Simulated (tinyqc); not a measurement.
Ellipsometry and reflectance of a transparent film on an absorbing substrate: two steps of the calculation.

Air (index 1), film, substrate with N2 = n2 - i k2; time factor exp(+i w t). q_j = sqrt(N_j^2 - sin^2 th), root with positive real part. Fresnel coefficients r_s = (q_a - q_b)/(q_a + q_b), r_p = (N_b^2 q_a - N_a^2 q_b)/(N_b^2 q_a + N_a^2 q_b). tan(Psi) exp(i Delta) = R_p/R_s, Delta taken from 0 to 360 degrees.

Parameters, values chosen for the exercise; indices close to those of hafnium oxide on silicon:
- lam = 632.8 nm (wavelength)
- th = 60 degrees (angle of incidence)
- n1 = 2.067 (index of the transparent film)
- d = 1.5 nm (film thickness)
- n2 = 3.882 (index of the substrate)
- k2 = 0.019 (extinction coefficient of the substrate)

Problem 1. Interface coefficients and thickness period. q0, q1, q2 and the coefficients r01 and r12 for p and s; the results repeat in d with the period lam/(2 q1).

Find: q0; q1; q2; r01,p; r01,s; r12,p; r12,s; period.

Solution 1.

q0 = 0.50000
q1 = 1.8768
q2 = 3.7842-0.0195i
r01,p = 0.064642
r01,s = -0.57927
r12,p = 0.27257-0.00215i
r12,s = -0.33693+0.00228i
period = 168.58 nm

Problem 2. Psi, Delta and reflectances. beta = 2 pi d q1/lam, X = exp(-2 i beta), R = (r01 + r12 X)/(1 + r01 r12 X) for p and s.

q1 = 1.8768295
r01,p = 0.064642464
r01,s = -0.57927146
r12,p = 0.27256971-0.00214672i
r12,s = -0.33693432+0.00228298i

Wanted: beta; X; R_p; R_s; Psi; Delta; |R_p|^2; |R_s|^2.

Solution 2.

beta = 0.02795 rad
X = 0.9984-0.0559i
R_p = 0.3309-0.0167i
R_s = -0.7664+0.0098i
Psi = 23.38 degrees
Delta = 177.8 degrees
|R_p|^2 = 0.1098
|R_s|^2 = 0.5874

The bare substrate gives Psi = 23.38 and Delta = 179.72 degrees.

Program tinyqc, `OMP_NUM_THREADS=1 python tinyqc.py 2870114 2870115 out.jsonl`; Intel Xeon 2.30GHz, shared host, one thread, about 0.01 s.
